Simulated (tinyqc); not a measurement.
When the interface binds a state: heterojunction of two tight-binding chains.

Left chain: hopping -t1, sites at 2 t1 (band bottom 0). Right chain: hopping -t2, sites at dE + 2 t2 (bottom dE). t = c/(m a^2), c = hbar^2/2m0. The bond across the interface is -tc with tc = f sqrt(t1 t2), and the last left site has the extra energy U. In a chain E = bottom + 2t (1 - cos(ka)); the surface Green function of a half chain is g = -exp(ika)/t, with Im k > 0 where cos(ka) > 1.

Constants: hbar^2/2m0 = 3.80998211 eV angstrom^2.

Values chosen for the exercise (masses and offset of the size met at GaAs / AlGaAs; the results hold for these values, not for the real material):
- a = 4 angstrom (site spacing)
- m1 = 0.066 m0 (mass on the left)
- m2 = 0.098 m0 (mass on the right)
- dE = 0.31 eV (band offset)
- f = 1 (factor on the interface hopping)

A state below both bands solves E - 2 t1 - U - S1(E) - S2(E) = 0 for E < 0, with S1 = -t1 z1, S2 = -(tc^2/t2) z2 and |z| < 1 the decaying root of z + 1/z = 2 - (E - bottom)/t. Decay lengths -a/ln|z|. The threshold is the U that solves the equation at E = 0. A dash: no bound state.

Interface state:
```
U (eV)   E (eV)  decay left (angstrom)  decay right (angstrom)
-0.32         -                      -                       -
-0.65         -                      -                       -
-0.97         -                      -                       -
-1.19   -0.0031                  137.3                    11.2
-1.40   -0.0217                   51.6                    10.9
-1.73   -0.0736                   28.0                    10.1
-2.16   -0.1702                   18.5                     9.1
-3.24   -0.5220                   10.6                     6.9
```

threshold U = -1.0789 eV

What can be read from this table?

The step pushes the state out, so an attraction must exceed 1.0789 eV to bind; 5 of the 8 rows are bound. At U = -3.24 eV the state decays over 10.6 angstrom to the left and 6.9 to the right, where the band lies higher.

Computed by tinyqc, a small Python program: `OMP_NUM_THREADS=1 python tinyqc.py 1480646 1480647 out.jsonl` (the numbers bound the seed that draws the inputs); one thread of a shared host (Intel(R) Xeon(R) Processor @ 2.30GHz), about 0.01 s for the whole set of steps.
